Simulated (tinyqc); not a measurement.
Surface segregation during layer-by-layer epitaxy: two-layer exchange kinetics and the shape of quantum wells and delta layers: one step, computed by the program tinyqc. Command: `OMP_NUM_THREADS=1 python tinyqc.py 3006427 3006428 out.jsonl mbeseg walk`. One thread of a shared host (Intel(R) Xeon(R) Processor @ 2.30GHz), about 0.01 s of CPU time with the checks.

Atoms A and B exchange only between the growing layer and the one below it. B is supplied for N layers, then pure A follows.

Task: The second layer. Each layer is deposited complete with B share x_dep and then exchanges for the time tau = 1/G with the layer below, whose share is b (total c = s + b fixed): ds/dt = p1 b (1 - s) - p2 s (1 - b), s(0) = x_dep. With the roots s1 < s2 of the right side, (s - s1)/(s - s2) = [(s(0) - s1)/(s(0) - s2)] exp(-(p1 - p2)(s2 - s1) tau). The lower layer is then buried with c - s, and s becomes the b of the next layer. Layer 1 is deposited on pure A with share x0; with nothing to lift from below, take b = 0 and s(0) = x0 for it. Then layer 2 has x_dep = x0.

Inputs (values chosen for the exercise, close to those used for germanium in silicon): growth rate G = 0.29 layers/s; share x0 of B in the flux during the well = 0.28; layers in the well N = 2; temperature T = 300 C.

p1 = 0.1044564 1/s

p2 = 1.963664e-04 1/s

Give: share in layer 1 after its exchange; root s1 for layer 2; root s2 for layer 2; share in layer 2 after its exchange; share buried in layer 1.

Result:

share in layer 1 after its exchange = 0.27983

root s1 for layer 2 = 0.55747

root s2 for layer 2 = 1.0061

share in layer 2 after its exchange = 0.34125

share buried in layer 1 = 0.21858
